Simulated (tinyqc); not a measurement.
Against thickness at fixed field: leakage through a gate insulator: direct, Fowler-Nordheim, trap-assisted and Poole-Frenkel currents. Computed by tinyqc, a small Python program. Command: `OMP_NUM_THREADS=1 python tinyqc.py 3016959 3016960 out.jsonl oxideleak walk`. One thread of a shared host (Intel(R) Xeon(R) Processor @ 2.30GHz), about 0.01 s of CPU time with the checks.

Electrons enter from the cathode Fermi level at x = 0; the conduction band of the insulator lies phi_b - e F x above it, F = V/t. WKB exponents use a parabolic band with mass m.

Inputs (values chosen for the exercise, with an insulator like Al2O3):

| quantity | value | unit |
|---|---|---|
| thickness t | 3.9 | nm |
| barrier phi_b | 2.18 | eV |
| tunnelling mass m | 0.38 | m_0 |
| static constant eps_ox | 8.76 | - |
| voltage across the insulator V | 2 | V |
| trap depth phi_t | 1.6 | eV |
| trap density N_t | 1.9e+17 | cm^-3 |
| attempt rate nu_0 | 1e+13 | 1/s |
| activation of capture E_a | 0.13 | eV |
| temperature T | 250 | K |

Constants: hbar^2/(2 m_0) = 3.80998212 eV angstrom^2; e = 1.602176634e-19 C; hbar = 1.054571817e-34 J s; k_B = 8.617333262e-05 eV/K.

Method:
- For a level a distance phi(x) below the band, the WKB exponent is 2 int kappa dx with kappa = sqrt(m phi/(hbar^2/2m_0)); for a linear barrier from phi_1 down to phi_2 = max(phi_1 - e F d, 0) it is G = (4/3) sqrt(m/(hbar^2/2m_0)) (phi_1^(3/2) - phi_2^(3/2))/(e F).
- J_tun = e^3 F^2/(16 pi^2 hbar m phi_b) x exp(-G) / [1 - sqrt(phi_2/phi_b)]^2 with the free-electron mass in the cathode (m in m_0), phi_2 = max(phi_b - e V, 0): direct tunnelling for e V < phi_b, Fowler-Nordheim above. Image forces, back-flow and the limit on supply are left out, so J_tun is overstated below about 0.5 V.
- Equivalent oxide thickness = 3.9 t/eps_ox.
- A trap at depth x lies phi_t below the band. Capture: tunnel at the cathode Fermi level from 0 to x (G_in from phi_1 = phi_b), rate nu_0 exp(-G_in - E_c/k_B T) with E_c = E_a + max(phi_b - phi_t - e F x, 0), the last term being the height of the trap above the cathode Fermi level. Emission: tunnel from the trap level to the anode (G_out from phi_1 = phi_t over t - x), rate nu_0 exp(-G_out - E_a/k_B T). Re-emission to the cathode follows from detailed balance, rate_back = rate_in exp(dE/k_B T) with dE = phi_b - phi_t - e F x. Each trap passes R = rate_in rate_out/(rate_in + rate_back + rate_out) electrons per second; filling from the anode is left out.
- J_TAT = e N_t int_0^t R dx by the midpoint rule on 400 intervals; the most effective depth is the midpoint with the largest R, rounded to 0.01 nm.

field F = 5.12821 MV/cm

Currents:

| t (nm) | V (V) | J_tun (A/cm^2) | J_TAT (A/cm^2) |
|---|---|---|---|
| 1.2 | 0.6154 | 6.6402e+04 | 4.6600e-04 |
| 1.6 | 0.8205 | 1.6534e+03 | 7.4627e-04 |
| 2.2 | 1.1282 | 1.2257e+01 | 6.5551e-04 |
| 3.0 | 1.5385 | 5.2848e-02 | 1.5942e-04 |
| 4.0 | 2.0513 | 4.1488e-04 | 1.3747e-05 |
| 5.5 | 2.8205 | 1.6272e-04 | 4.1270e-06 |
| 7.5 | 3.8462 | 1.6272e-04 | 4.1270e-06 |
| 10.0 | 5.1282 | 1.6272e-04 | 4.1276e-06 |

What does the comparison show, and why?

Between the first rows J_tun falls by 4.01 decades per nm. From t = phi_b/(e F) = 4.25 nm it stops changing, since a triangular barrier does not feel the thickness. J_TAT stays below J_tun at all these thicknesses.

Extremes, crossings and ranges named in words are read from the listed rows.
